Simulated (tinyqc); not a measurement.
Worked calculation: quasiparticle equation with a plasmon-pole self-energy for two band edges. Values are carried at full precision from step to step, so a last printed digit may differ when a step is redone from the rounded ones.

For each edge E = e + X + Sc(E), with the correlation part Sc(E) = A[0]/(E - a + w) + A[1]/(E - b - w); a and b are the valence and conduction energies that enter the Green function (a = ev, b = ec in the one-shot scheme). Z = 1/(1 - dSc/dE), dSc/dE = -A[0]/(E - a + w)^2 - A[1]/(E - b - w)^2.

Parameters, chosen for this exercise (scales of the order of those of AlN; shifted at random, so the results belong to these values and not to a real crystal): ev = 0 eV (mean-field valence top); ec = 4.11 eV (mean-field conduction edge); w = 18.8 eV (pole energy); Av = (48.5, 23.2) eV^2 (weights of the valence state on the hole and electron poles); Ac = (21, 50.7) eV^2 (the same for the conduction state); Xv = -2.84 eV (exchange minus the mean-field potential, valence); Xc = 2.7 eV (the same, conduction).

## Linearised one-shot correction

Evaluate Sc and its slope at the mean-field energy; E = e + Z (X + Sc).

Terms:

| edge | Sc (eV) | dSc/dE | Z | X + Sc (eV) | E (eV) |
|---|---|---|---|---|---|
| valence | 1.5671 | -0.1814 | 0.8464 | -1.2729 | -1.0774 |
| conduction | -1.7802 | -0.1835 | 0.8450 | 0.9198 | 4.8872 |

gap = 5.9646 eV
gap with Z = 1 = 6.3027 eV

The gap opens by 1.855 eV, 58 % of it by lowering the valence top. Setting Z = 1 would overshoot by 0.338 eV. X and Sc have opposite signs and are each larger than the sum they leave, so both must be converged well.

## Solving the equation for the conduction edge

Newton steps on f(E) = E - ec - Xc - Sc(E) from E = ec; the first step is the linearised result.

Iterates:

| step | E (eV) | Sc (eV) | f (eV) |
|---|---|---|---|
| 0 | 4.11000 | -1.78018 | -0.919822 |
| 1 | 4.88723 | -1.92655 | 0.003788 |
| 2 | 4.88406 | -1.92594 | 0.000000 |
| 3 | 4.88406 | -1.92594 | 0.000000 |

The linearisation errs by +3.2 meV, as the shift is only 0.041 of the pole energy.

## All solutions for the valence state

Multiplying out gives a cubic; give its three roots and their weights Z.

roots (eV): -21.477  -1.072  23.819

weights: 0.1286  0.8371  0.0344

The weights add up to 1. The satellite below lies 20.41 eV from the main peak, 9 % more than w: this scheme places plasmon satellites too far out, and gives one where a cumulant form gives a series.

## Updating the energies in the Green function

Solve both equations exactly, put the results in place of a and b, and repeat five times; w is kept.

Cycles (eV):

| cycle | Ev | Ec | gap |
|---|---|---|---|
| 1 | -1.0717 | 4.8841 | 5.9557 |
| 2 | -1.1786 | 4.9498 | 6.1284 |
| 3 | -1.1891 | 4.9547 | 6.1438 |
| 4 | -1.1901 | 4.9550 | 6.1451 |
| 5 | -1.1902 | 4.9550 | 6.1453 |

The update moves the gap by +190 meV from the one-shot value; each cycle shrinks the change to about 0.09 of the one before.

## Checks

- Sum of the weights of the three roots: both 1.000000.
- Newton result against the root by bisection (eV): both 4.88406.

Run: tinyqc, `OMP_NUM_THREADS=1 python tinyqc.py 1850188 1850189 out.jsonl`; Intel(R) Xeon(R) Processor @ 2.30GHz, one thread, shared host; about 0.02 s of CPU time with all checks.
